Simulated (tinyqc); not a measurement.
# Read current of a NAND string, cells in series solved by shooting: read current against the number of cells

Cells in series, numbered from 0 at the source line (0 V) to the bit line, each followed by a gap resistance Rg. A cell with gate Vg, threshold VT, source Vs and drain Vd passes I = 2 nf K Vt^2 [F(Vs) - F(Vd)]/(1 + th max(Vg - VT, 0)), F(V) = ln^2(1 + exp((Vg - VT - nf V)/(2 nf Vt))). The selected cell has Vg = Vr, the others Vg = Vp.

For a trial current I start at 0 V and, cell by cell, solve for the drain: sqrt(F(Vd)) = sqrt(F(Vs) - I/k), k = 2 nf K Vt^2/(1 + th max(Vg - VT, 0)), Vd = [Vg - VT - 2 nf Vt ln(exp(sqrt F) - 1)]/nf, then add I Rg. The string current is the I for which the last node reaches Vbl. The apparent threshold is the Vr at which I = Is. Background: all other cells erased (VT = Ve) or all in the highest state (VT = Vh); ratio and shift are high over erased and high minus erased. The selected cell is in the middle, cell n/2.

Inputs (values chosen for the exercise); values of the order met in vertical NAND strings:
```
symbol  value    unit                                 meaning
T         300       K                             temperature
K         7.9  uA/V^2                   gain factor of a cell
nf        1.2                                    slope factor
th       0.19     1/V               mobility reduction factor
Rg         20    kohm     resistance of the gap between cells
Vbl       0.7       V                        bit-line voltage
Vp        6.3       V                            pass voltage
Ve       -1.1       V             threshold of an erased cell
Vh        4.5       V          threshold of the highest state
Vx        2.7       V          threshold of the selected cell
Is         20      nA                         sensing current
Vr       3.76       V  read voltage on the selected word line
```

Constants: q = 1.602176634e-19 C, kB = 1.380649e-23 J/K, Vt = kB T/q. Results are converted to the units shown.

Read current against the number of cells:

| n | I, others erased (uA) | I, others high (uA) | ratio | apparent VT, erased (V) | apparent VT, high (V) | background shift (mV) |
|---|---|---|---|---|---|---|
| 8 | 0.9873 | 0.5572 | 0.5644 | 2.764 | 2.769 | 5.187 |
| 16 | 0.5766 | 0.2915 | 0.5056 | 2.770 | 2.780 | 10.43 |
| 32 | 0.3139 | 0.1490 | 0.4747 | 2.782 | 2.803 | 21.07 |
| 64 | 0.1641 | 0.07533 | 0.4590 | 2.805 | 2.848 | 43.05 |
| 96 | 0.1111 | 0.05040 | 0.4537 | 2.829 | 2.895 | 66.01 |
| 128 | 0.08395 | 0.03787 | 0.4511 | 2.853 | 2.943 | 90.03 |
| 192 | 0.05640 | 0.02529 | 0.4484 | 2.901 | 3.043 | 142.4 |

What does the comparison show?

With erased neighbours the current falls from 0.987 to 0.0564 uA, as n^(-0.78) between the first two rows and n^(-0.98) between the last two (-1 once the series resistance rules). The ratio falls from 0.564 to 0.448 and the background shift rises from 5.19 to 142 mV.

Computed by the program tinyqc: `OMP_NUM_THREADS=1 python tinyqc.py 2142054 2142055 out.jsonl`, one thread of a shared Intel Xeon 2.30GHz, about 0.8 s for the whole run.
